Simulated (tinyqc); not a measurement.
Adsorption as a lattice gas: isotherms with interactions, competition, desorption peaks and saturation dose. From peak temperature T_p back to heating rate beta. Computed by tinyqc, a small Python program. Command: `OMP_NUM_THREADS=1 python tinyqc.py 3016741 3016742 out.jsonl adsorb inv`. One thread of a shared host (Intel(R) Xeon(R) Processor @ 2.30GHz), about 0.01 s of CPU time with the checks.

One adsorbate per site; a molecule needs 2 empty sites. Gas and surface have the same temperature.

Inputs (values chosen for the exercise, for a model surface): desorption energy E = 1.1 eV; prefactor nu = 8.6e+14 1/s; initial coverage theta_0 = 0.82.

Adsorption: dissociative (second order).

Constants: k_B = 8.617333262e-05 eV/K.

Method. The peak obeys E/(k_B T_p^2) = (nu theta_0/beta) exp(-E/(k_B T_p)) if theta at the peak is theta_0/2. Redhead's shortcut, with the constant 3.46 (3.64 is also in use), reads E back as k_B T_p [ln(nu' T_p/beta) - 3.46], nu' = nu theta_0.

Task: A run gave the result below. Find the heating rate beta, known to lie between 0.72 and 1.8 K/s.

peak temperature T_p = 353.2036 K

Result:

Each step takes the trial c = (a f_b - b f_a)/(f_b - f_a), f being the result less the target and a, b, c the logarithms of the listed values; c replaces end b, the old b replaces a if the sign of f changed, and otherwise f_a is halved.

Scan of the range:
```
heating rate beta (K/s)  peak temperature T_p (K)
0.720                                     347.219
0.839                                     348.594
0.977                                     349.974
1.140                                     351.383
1.330                                     352.802
1.550                                     354.222
1.800                                     355.620
```

False position (Illinois rule, in the logarithm of the input) inside the bracket:
```
step    end a    end b    trial  peak temperature T_p (K)
1     1.33000  1.55000  1.38884                   353.202
2     1.55000  1.38884  1.38901                   353.204
3     1.55000  1.38901  1.38901                   353.204
4     1.38901  1.38901  1.38901                   353.204
```

Peak temperature T_p rises at every point of a 13-point scan of the range (every second point is shown), so one value fits; it is bracketed by 1.33 and 1.55. Answer: heating rate beta = 1.389 K/s.
